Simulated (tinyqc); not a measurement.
Koster-Slater impurity in an sp3s* host, step by step. Values are carried at full precision from step to step, so a last printed digit may differ when a step is redone from the rounded ones.

sp3s* tight binding, nearest neighbours only: anion (a) at 0, cation (c) at a/4 (1,1,1), orbitals s, px, py, pz, s* on each; k in units of 2 pi/a. With phases e_j = exp(i (pi/2) k.n_j) for n = (1,1,1), (1,-1,-1), (-1,1,-1), (-1,-1,1): g0 = (e1+e2+e3+e4)/4, g1 = (e1+e2-e3-e4)/4, g2 = (e1-e2+e3-e4)/4, g3 = (e1-e2-e3+e4)/4. The diagonal holds the levels Esa, Epa, Exa (s*) and Esc, Epc, Exc. Anion-cation block: <sa|sc> = Vss g0; <sa|xc> = Vsapc g1; <xa|sc> = -Vscpa g1; <xa|xc> = Vxx g0; <xa|yc> = <ya|xc> = Vxy g3, <xa|zc> = <za|xc> = Vxy g2, <ya|zc> = <za|yc> = Vxy g1; <s*a|xc> = Vxapc g1; <xa|s*c> = -Vpaxc g1; y and z take g2 and g3 in place of g1; s-s* and s*-s* vanish.

Values chosen for the exercise (out of a larger set: near a published set for SiC; not measured data):
```
symbol  value                                                                                          unit  meaning
p       (-8.441, 2.134, -4.85, 4.352, 9.576, 9.346, -12.395, 3.018, 5.935, 9.379, 9.115, 8.765, 4.44)  eV    order Esa, Epa, Esc, Epc, Exa, Exc, Vss, Vxx, Vxy, Vsapc, Vscpa, Vxapc, Vpaxc
N       5                                                                                                    mesh
V       -8.7                                                                                           eV    shift of the s level
```

## The gap of the host

Gaps from the top of the valence band to Gamma, to the minimum on (x,0,0) from 0.5 to 1, and to L; the smallest is Eg.

top of the valence band on the scale of the parameters = 0.0277 eV

gaps (eV): Gamma 5.8512, Delta 2.1733, L 3.4294

Eg (smallest gap of the host) = 2.17328 eV

## Where the weight lies

A defect on an anion site (a) shifts the s level there by Vs or the three p levels by Vp and leaves the rest. A level in the gap solves 1/Vs = G_s(E) (symmetry A1) or 1/Vp = G_p(E) (T2, threefold), with G(E) = (1/N^3) sum over k and bands of w/(E - e), where w is the weight of the state on the s orbital of that site, or the mean weight on its px, py, pz. Mesh: k = f1 (-1,1,1) + f2 (1,-1,1) + f3 (1,1,-1), f = (j + 1/2)/N, j = 0 to N - 1. Energies from the top of the valence band at Gamma; the s* orbital of the site is left as it is. An infinite shift removes the s or p orbitals, the model of the ideal vacancy: G(E) = 0.

For each band: mean energy over the mesh and summed weights; each column of weights adds to one.

Bands:
```
band  mean energy (eV)  s weight  p weight
1              -16.058    0.5848    0.0105
2               -8.796    0.1039    0.1094
3               -2.196    0.0028    0.2004
4               -1.770    0.0009    0.2040
5                3.029    0.1823    0.0254
6                5.723    0.0699    0.0965
7                8.211    0.0001    0.1281
8                8.615    0.0023    0.1271
9               11.921    0.0079    0.0920
10              16.133    0.0450    0.0064
```

The filled bands hold 0.692 of the s orbital and 0.524 of each p orbital of the anion. Filled states add positive terms to G in the gap and empty ones negative terms.

## Green functions across the gap

G at nine energies E = Eg j/8.

G(E) (1/eV):
```
E (eV)       G_s      G_p
0.0000  -0.02982  0.23239
0.2717  -0.03956  0.16265
0.5433  -0.05125  0.12657
0.8150  -0.06593  0.10042
1.0866  -0.08543  0.07929
1.3583  -0.11345  0.06101
1.6300  -0.15915  0.04416
1.9016  -0.25554  0.02721
2.1733  -0.86637  0.00263
```

Both fall with E, as dG/dE = -sum w/(E - e)^2 demands. G_s keeps its sign, so the vacancy has no level of this symmetry in the gap. G_p keeps its sign, so the vacancy has no level of this symmetry in the gap.

## A first estimate from the table

A defect that shifts the s level of its anion site by V has a level where the host Green function G_s(E) equals 1/V; E is counted from the top of the valence band. Find it by linear interpolation between the two rows that bracket it.

1/V = -0.11494 1/eV
estimated level = 1.367 eV

## The level and its weight on the defect

Solve by bisection with the full sum. The weight of the bound state on the shifted orbital is G^2/(-G'), which is also dE/dV.

level = 1.3699 eV
G'(E) = -0.12963 1/eV^2
weight on the defect orbital = 0.1019

The level lies 1.370 eV above the valence band and 0.803 eV below the conduction band. Only 10.2 % of it sits on the shifted orbital, the rest on other orbitals (the s* of the same site among them), so a shift of 1 eV moves the level by about 102 meV.

## Checks

- Sum of the s weights over all bands against one: both 1.00000.
- First moment of the s weights against the s level of the site, on the scale of the parameters: both -8.44100.

Run: tinyqc, `OMP_NUM_THREADS=1 python tinyqc.py 1480467 1480468 out.jsonl`; Intel(R) Xeon(R) Processor @ 2.30GHz, one thread, shared host; about 0.1 s of CPU time with all checks.
